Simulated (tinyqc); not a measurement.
Stripping the layer step by step: sheet resistance and Hall data of a diffused or implanted layer. Computed by tinyqc, a small Python program. Command: `OMP_NUM_THREADS=1 python tinyqc.py 3013684 3013685 out.jsonl layer walk`. One thread of a shared host (Intel(R) Xeon(R) Processor @ 2.30GHz), about 0.01 s of CPU time with the checks.

Carriers are taken equal to the net active doping down to the junction (full ionisation, which deep dopants in wide-gap hosts do not reach; no spill-over, no depletion), and the Hall factor is 1.

Inputs (values chosen for the exercise, modelled on phosphorus in silicon):
```
quantity                                 value        unit
mu_min                                    71.6  cm^2/(V s)
mu_max                                    1380  cm^2/(V s)
N_ref                                  9.9e+16      1/cm^3
exponent alpha                             0.7           -
peak concentration N_0                 1.8e+19      1/cm^3
length scale l                             170          nm
background doping N_B (opposite type)  1.2e+17      1/cm^3
projected range R_p                        320          nm
```

Profile: buried Gaussian (implant). Activation: complete.

Constants: e = 1.602176634e-19 C.

Method:
- N(x) = N_0 exp(-(x - R_p)^2/(2 l^2)) for x > 0, dose N_0 l sqrt(pi/2) erfc(-R_p/(l sqrt 2)), junction x_j = R_p + l sqrt(2 ln(N_0/N_B)); the layer starts at x_0 = max(0, 2 R_p - x_j).
- Mobility mu = mu_min + (mu_max - mu_min)/(1 + (N_t/N_ref)^alpha), N_t = active doping + N_B; carriers n = active doping - N_B, all dopants active.
- Integrals from x_0 (0 unless stated) to x_j by the midpoint rule on 400 even intervals: 1/R_s = e int n mu dx; sheet density n_s = int n dx; Hall sheet density (int n mu dx)^2/int n mu^2 dx; Hall mobility int n mu^2 dx/int n mu dx.
- After removing a depth d the integrals start at d. Differences between neighbouring rows give the local conductivity -d(1/R_s)/dx at the middle of the slice (the last slice uses one more step, not listed).

junction depth x_j = 858.159 nm

Differential sheet resistance:
```
removed d (nm)  R_s (ohm)  slice conductivity (S/cm)  sigma at mid-slice (S/cm)
0                   71.51                     113.92                     113.07
86                  76.89                     185.53                     185.43
172                 87.65                     257.27                     258.67
258                108.73                     296.41                     298.88
344                150.43                     280.50                     282.52
430                236.11                     219.01                     219.54
516                425.21                     143.90                     143.26
602                897.47                      81.46                      80.60
```

What follows from these numbers?

R_s doubles after removing between 258 and 344 nm of a layer 858 nm deep, so half the current flows above that depth. Where sigma exceeds a tenth of its largest listed value, the slice values agree with it within 2 %.

Extremes, crossings and ranges named in words are read from the listed rows.
